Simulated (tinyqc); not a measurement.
Changing the wafer spacing s: thermal and gravitational stress in a wafer during furnace and rapid thermal processing, and the onset of slip. Computed by tinyqc, a small Python program. Command: `OMP_NUM_THREADS=1 python tinyqc.py 3015122 3015123 out.jsonl slip sweep`. One thread of a shared host (Intel(R) Xeon(R) Processor @ 2.30GHz), about 0.01 s of CPU time with the checks.

A thin free disc in plane stress, isotropic; T(r) = T_centre + dT (r/R)^n. Stress is positive in tension; sigma_SB = 5.670374419e-8 W/(m^2 K^4), g = 9.80665 m/s^2.

Inputs (values chosen for the exercise, for a model wafer):

| quantity | value | unit |
|---|---|---|
| wafer radius R | 225 | mm |
| thickness t | 925 | micrometre |
| Young's modulus E | 141 | GPa |
| expansion alpha | 4.26 | 1e-6/K |
| temperature T | 1475 | K |
| prefactor A of the critical stress | 0.00033 | MPa |
| energy U of the critical stress | 1.05 | eV |
| density rho | 2330 | kg/m^3 |
| heat capacity c | 970 | J/(kg K) |
| conductivity k | 27.2 | W/(m K) |
| ramp rate | 2.7 | K/min |

Constants: k_B = 8.617333262e-05 eV/K.

Method. Critical resolved stress tau_c = A exp(U/(k_B T)), a form chosen for the exercise; slip when 0.492799 |s_tt(R)| > tau_c; allowed |dT| = tau_c (n + 2)/(0.492799 n alpha E). In a stack heated from the rim, heat flows inward by conduction and by radiation between wafers: k_eff = k + (16/3) sigma_SB T^3 s^2/t (a diffusion estimate with the spacing as path length). A steady ramp gives the parabolic lag dT = rho c (ramp) R^2/(4 k_eff); the allowed ramp uses n = 2.

One run for each value:

| wafer spacing s (mm) | allowed ramp rate (K/min) | k_eff (W/(m K)) | lag of the centre (K) |
|---|---|---|---|
| 2.0 | 0.568 | 31.40 | 40.998 |
| 2.9 | 0.652 | 36.02 | 35.732 |
| 4.3 | 0.843 | 46.60 | 27.623 |
| 6.4 | 1.270 | 70.17 | 18.343 |
| 9.4 | 2.170 | 119.90 | 10.735 |
| 14.0 | 4.214 | 232.84 | 5.528 |
| 20.0 | 8.087 | 446.87 | 2.880 |
| 30.0 | 17.580 | 971.45 | 1.325 |

Over the rows, allowed ramp rate (K/min) rises from 0.568 to 17.6 (exponent d ln y / d ln x 0.37 between the first rows and 1.9 between the last); k_eff (W/(m K)) rises from 31.4 to 971 (exponent d ln y / d ln x 0.37 between the first rows and 1.9 between the last); lag of the centre (K) falls from 41.0 to 1.33 (exponent d ln y / d ln x -0.37 between the first rows and -1.9 between the last). At the high end the exponent of allowed ramp rate is 1.92, close to 2: radiation rules.
